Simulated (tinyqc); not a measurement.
## Surface potential of a MOS transistor: implicit equation and explicit approximations: effect of the insulator thickness at fixed gate voltage

p-type body, charge-sheet picture, depletion and inversion only, full ionisation (an idealisation for deep acceptors), Boltzmann statistics (rough once Na exp(x - xn) passes about Nc/7). In units of Vt: xg = (Vg - Vfb)/Vt, x = psi/Vt, G = gamma/sqrt(Vt), xn = (2 phiF + Vc)/Vt. The implicit equation is (xg - x)^2 = G^2 [x - 1 + exp(x - xn)] for x above about 3. Cox = eps0 eox/tox.

ni = sqrt(Nc Nv) exp(-Eg/(2 Vt)), Eg in volts; phiF = Vt ln(Na/ni); gamma = sqrt(2 q eps0 eps_r Na)/Cox; VT = Vfb + Vt (xn + G sqrt(xn - 1)). Depletion value a = 1 + [sqrt(G^2/4 + xg - 1) - G/2]^2; inversion value b = xn + ln[(xg - xn)^2/G^2 - xn + 1] and first guess y = min(a, b) - ln(1 + exp(-|a - b|)) if a > xn + 1, else b = y = a; one second-order correction with D = exp(y - xn), p = 2 (xg - y) + G^2 (1 + D), w = (xg - y)^2 - G^2 (y - 1 + D): z = y + 2 w/(p + sqrt(p^2 - 2 (2 - G^2 D) w)), or the Newton step z = y + w/p where the root is not real. N_inv = (Cox Vt G/q) [sqrt(x - 1 + exp(x - xn)) - sqrt(x - 1)] at the root. Lambert form (Cox m Vt/q) W0[(G/(2 m sqrt(xn - 1))) exp((Vg - VT)/(m Vt))], m = 1 + G/(2 sqrt(xn - 1)). Errors under 1e-4 mV, and the linear form below VT, are printed as 0.

Inputs (values chosen for the exercise); band and dielectric values close to those of 4H silicon carbide: temperature T = 300 K; band gap Eg = 3.21 eV; relative permittivity eps_r = 9.72; conduction-band density of states at T Nc = 1.69e19 cm^-3; valence-band density of states at T Nv = 2.51e19 cm^-3; relative permittivity of the gate insulator (close to silicon dioxide) eox = 3.9; acceptor density Na = 6.9e16 cm^-3; flat-band voltage Vfb = -0.53 V; channel-body voltage Vc = 0.5 V; gate-body voltage Vg = 4.73 V.

Constants: q = 1.602176634e-19 C, kB = 1.380649e-23 J/K, Vt = kB T/q, eps0 = 8.8541878128e-14 F/cm where lengths are in cm. Results are converted to the units shown.

Effect of the insulator thickness at fixed gate voltage:
```
tox (nm)  psi (V)  x - xn  error of y (mV)  error of z (mV)  N_inv (cm^-2)  Cox (Vg - VT)/q (cm^-2)  Lambert form (cm^-2)
8.3         3.590   6.738             6.04          -0.0654       2.712e12                 3.205e12              2.757e12
11          3.572   6.072             6.18          -0.0702       1.685e12                 2.029e12              1.709e12
16          3.544   4.962             7.52           -0.131       6.972e11                 8.997e11              7.052e11
21          3.507   3.535             12.5           -0.714       1.931e11                 3.081e11              1.949e11
29          3.197  -8.446          1.36e-3                0        1.342e6                        0               1.256e6
```

What does the comparison show?

As tox goes from 8.3 to 29, psi falls from 3.59 to 3.20 V, x - xn falls from 6.74 to -8.45 and N_inv falls from 2.71e12 to 1.34e6 cm^-2. The Lambert form lies between 0.935 and 1.02 times N_inv. For tox = 8.3, 11, 16, 21 the electron quasi-Fermi level lies less than 2 Vt below the band edge at the surface, or above it, where degeneracy and confinement, left out, matter.

Program tinyqc, `OMP_NUM_THREADS=1 python tinyqc.py 2122109 2122110 out.jsonl`; Intel Xeon 2.30GHz, shared host, one thread, about 0.01 s.
